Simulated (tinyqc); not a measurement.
# Random telegraph noise from one oxide trap in a small MOSFET, step by step

Program tinyqc, `OMP_NUM_THREADS=1 python tinyqc.py 2710022 2710023 out.jsonl`; Intel Xeon 2.30GHz, shared host, one thread, about 0.01 s. Printed values are rounded.

An acceptor-like trap exchanges electrons with the channel. Inversion charge Q = Cox u, u = n Vt W0(exp((Vg - VT)/(n Vt))), W0 the Lambert function, n = nf, Cox = eps0 eox/tox; linear regime Id = (W/L) mu Q Vd. Relative to threshold the surface potential rises by Vt ln(u/u0) and the oxide voltage by the rest of Vg - VT, with u0 = n Vt W0(1).

Inputs (values chosen for the exercise); values of the order met in silicon transistors:
```
symbol,value,unit,meaning
T,250,K,temperature
eox,3.9,,relative permittivity of the gate insulator (close to silicon dioxide)
tox,1.5,nm,insulator thickness
xt,0.72,nm,depth of the trap from the channel interface
E0,-0.05,eV,trap level above the channel Fermi level at threshold
s0,9e-17,cm^2,capture prefactor
EB,0.32,eV,capture barrier (lattice relaxation)
lt,0.18,nm,tunnelling decay length
vth,1.1e7,cm/s,thermal velocity
zi,2.1,nm,thickness of the inversion layer
VT,0.38,V,threshold voltage
nf,1.23,,body factor
W,190,nm,gate width
L,180,nm,gate length
mu,340,cm^2/(V s),mobility
asc,0,V s,scattering coefficient of the charged trap
Vd,0.1,V,drain voltage
Vg,0.25,V,gate voltage
```

Constants: q = 1.602176634e-19 C, kB = 1.380649e-23 J/K, Vt = kB T/q, eps0 = 8.8541878128e-14 F/cm where lengths are in cm. Results are converted to the units shown.

Range of the model: With fewer than ten electrons in the channel, current percolates around random dopants and traps, and real steps can be several times larger than this uniform estimate. VT is taken as given; short-channel effects and the uneven flow of current among few electrons are left out.

## Trap level, time constants and occupancy

N = Cox u/q; dpsi = Vt ln(u/u0); E = E0 - dpsi - (xt/tox)(Vg - VT - dpsi); capture time tc = 1/[(N/zi) vth s0 exp(-xt/lt - EB/Vt)]; emission time te = tc exp(-E/Vt); occupancy te/(tc + te).

u = 1.947103e-4 V
N = 2.797696e9 cm^-2
dpsi = -0.09363120 V
E = 0.06108822 eV
tc = 11.69170 s
te = 0.6861090 s
occupancy = 0.05543059

The trap lies 2.8 Vt above the Fermi level, so it is empty most of the time.

## Step height

A = W L; threshold step dV = q (1 - xt/tox)/(Cox A); gm/Id = 1/(u + n Vt); relative step dI/I = (gm/Id) dV + asc mu/A. Id as defined.

electrons in the channel N A = 0.9568121
dV = 0.1058195 mV
gm/Id = 37.46299 1/V
number part of dI/I = 0.3964314 %
dI/I = 0.3964314 %
Id = 0.01608685 uA
dI = 0.06377331 nA

## Lorentzian spectrum

Spectrum S(f) = 4 dI^2/{(tc + te)[(1/tc + 1/te)^2 + (2 pi f)^2]}; corner fc = (1/tc + 1/te)/(2 pi); variance dI^2 tc te/(tc + te)^2. Give S at f = 0, at fc and at 10 fc.

fc = 0.2455801 Hz
S(0) = 5.520117e-22 A^2/Hz
S(fc) = 2.760059e-22 A^2/Hz
S(10 fc) = 5.465462e-24 A^2/Hz
rms current = 0.01459253 nA

The rms value is 0.229 of the step; it reaches its largest share, 1/2, when tc = te.
